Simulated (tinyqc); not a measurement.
What each parameter does: donor level screened by free carriers (Yukawa potential).

Screening wave number: Debye ks^2 = 4 pi q n/(eps kB T); Thomas-Fermi ks^2 = 6 pi q n/(eps EF) with EF = c (3 pi^2 n/gv)^(2/3)/m, c = hbar^2/2m0; the two are joined by 1/ks^2 = sqrt(1/ks_D^4 + 1/ks_TF^4). 1e18/cm^3 = 1e-6/angstrom^3, q = e^2/(4 pi eps0).

Potential -(q/(eps r)) exp(-ks r), q = e^2/(4 pi eps0). In units Ry* = Ry m/eps^2 and a* = a0 eps/m the problem is [-Laplacian - 2 exp(-x r)/r] psi = E psi with x = ks a*.

Converged values use 18 functions exp(-z r), z = 1.55^i, i = -11 to 6: S = 2/A^3, H = z_i z_j S - 2/(A + x)^2, A = z_i + z_j.

Constants: e^2/(4 pi eps0) = 14.39964547 eV angstrom; kB = 8.617333262e-05 eV/K; hbar^2/2m0 = 3.80998211 eV angstrom^2; Ry = 13.60569312 eV; a0 (Bohr radius) = 0.5291772105 angstrom.

Parameters, chosen for this exercise (near those of a donor in InP, with one mean mass; not measured data):
- m = 0.083 m0 (mass)
- eps = 12.3 (dielectric constant)
- gv = 1 (valleys)
- T = 300 K (temperature)
- n = 0.05 x 1e18/cm^3 (free-carrier density)

Ry* = Ry m/eps^2, a* = a0 eps/m, x = ks a* with the joined ks; converged binding.

One parameter was then changed.

Results before and after:
```
case     1/ks (angstrom)      x  binding in Ry*  binding (meV)
base               188.6  0.416           0.380           2.83
changed            187.9  0.417           0.378           2.82
```

Which of these changes was made? (a) n = 0.075 x 1e18/cm^3; (b) gv = 2; (c) m = 0.093 m0; (d) T = 360 K; (e) eps = 11.3.

Answer: (b) gv = 2. Of the candidates, run in turn, only this one gives the changed row.

All candidates:
```
case                   1/ks (angstrom)      x  binding in Ry*  binding (meV)
base                             188.6  0.416           0.380           2.83
n = 0.075 x 1e18/cm^3            154.6  0.507           0.290           2.16
T = 360 K                        206.2  0.380           0.419           3.12
m = 0.093 m0                     188.3  0.372           0.429           3.58
eps = 11.3                       180.7  0.399           0.398           3.52
gv = 2                           187.9  0.417           0.378           2.82
```

(tinyqc, `OMP_NUM_THREADS=1 python tinyqc.py 1250723 1250724 out.jsonl`, Intel(R) Xeon(R) Processor @ 2.30GHz, 1 thread, shared host, about 0.01 s.)
